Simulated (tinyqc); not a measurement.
# Worked calculation: capacitance measurement on a leaky thin oxide: effects of series resistance and leakage

Program tinyqc, `OMP_NUM_THREADS=1 python tinyqc.py 2022111 2022112 out.jsonl`; Intel Xeon 2.30GHz, shared host, one thread, about 0.01 s. Printed values are rounded.

The device is a capacitance C in parallel with a leakage conductance G, in series with Rs and Ls. An impedance meter reports either a parallel pair (Cp, Gp) from Y = 1/Z = Gp + i w Cp or a series pair (Cs, Rm) from Z = Rm + 1/(i w Cs); w = 2 pi f, dissipation D = Gp/(w |Cp|).

Values chosen for this exercise; values of the order met in thin-oxide MOS capacitors:
- eox = 8.9 (relative permittivity of the gate insulator (close to aluminium oxide))
- tox = 5.2 nm (insulator thickness)
- A = 100 um^2 (gate area)
- zc = 0.58 nm (oxide-equivalent thickness added by the accumulation layer)
- zp = 0.33 nm (oxide-equivalent thickness added by gate depletion)
- Jg = 0.0001 A/cm^2 (gate leakage current density, not matched to the thickness)
- Vs = 0.37 V (voltage for an e-fold rise of the leakage)
- Rs = 240 ohm (series resistance)
- Ls = 0 nH (series inductance)
- f = 10000 Hz (measuring frequency)

Constants: eps0 = 8.8541878128e-14 F/cm where lengths are in cm. Results are converted to the units shown.

## True capacitance and conductance

EOT = 3.9 tox/eox; CET = EOT + zc + zp; C = 3.9 eps0 A/CET; G = Jg A/Vs.

EOT = 2.27865 nm
CET = 3.18865 nm
C = 1.08294 pF
G = 2.70270e-4 uS

## What the meter reports

Z = Rs + i w Ls + 1/(G + i w C).

Z = (0.00586-1.46963i) x 1e7 ohm
Cp = 1.08294 pF
Gp = 2.71381e-4 uS
Cs = 1.08296 pF
D = 0.00398836

Cp is within 0.01 % of C and Cs is within 0.01 % of it; G Rs = 6.49e-8, w C Rs = 1.63e-5 and G/(w C) = 0.00397.
